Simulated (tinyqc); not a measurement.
Range and order of the fit: effective mass of the conduction band from tabulated energies.

c = hbar^2/2m0.
Constants: hbar^2/2m0 = 3.80998211 eV angstrom^2.

Energies along [100], from the band edge:

| k (1/angstrom) | E (meV) |
|---|---|
| 0.000000 | 0.00000 |
| 0.007900 | 2.93050 |
| 0.015800 | 11.66180 |
| 0.023700 | 26.02040 |
| 0.031600 | 45.73730 |
| 0.039500 | 70.47380 |
| 0.047400 | 99.84970 |
| 0.055300 | 133.46880 |
| 0.063200 | 170.94050 |

reference mass (curvature of the model at k = 0.0001 1/angstrom) = 0.081000 m0

Least-squares fits of E = a k^2 (+ b k^4 + d k^6) over points 1 to n, and the line y = c k^2/E against E; errors of m against the reference.

Results:

| n | E at point n (meV) | one term (%) | two terms (%) | three terms (%) | line (%) | rms residual, one term (meV) |
|---|---|---|---|---|---|---|
| 3 | 26.0 | 1.38 | 0.02 | 0.00 | 0.00 | 0.055 |
| 4 | 45.7 | 2.33 | 0.07 | 0.00 | 0.00 | 0.163 |
| 5 | 70.5 | 3.48 | 0.15 | 0.01 | 0.01 | 0.365 |
| 6 | 99.8 | 4.81 | 0.29 | 0.02 | 0.01 | 0.696 |
| 7 | 133.5 | 6.31 | 0.50 | 0.04 | 0.02 | 1.185 |
| 8 | 170.9 | 7.96 | 0.78 | 0.08 | 0.03 | 1.860 |

What does the comparison show?

The error of the parabola goes from +1.38 to +7.96 % as the range widens, and at n = 8 its residual, 1.86 meV, is only 1.1 % of the top energy: a small residual does not vouch for the mass. Over the full range (n = 8) the best form is the line (0.03 %); the line errs by 0.00 % at n = 3 and +0.03 % at n = 8. Without scatter, a narrower range or a second term is the cure: at n = 8 the errors are +7.96, +0.78 and +0.08 % for one, two and three terms. Three terms on three points interpolate exactly.

Computed by tinyqc, a small Python program: `OMP_NUM_THREADS=1 python tinyqc.py 1850673 1850674 out.jsonl` (the numbers bound the seed that draws the inputs); one thread of a shared host (Intel(R) Xeon(R) Processor @ 2.30GHz), about 0.01 s for the whole set of steps.
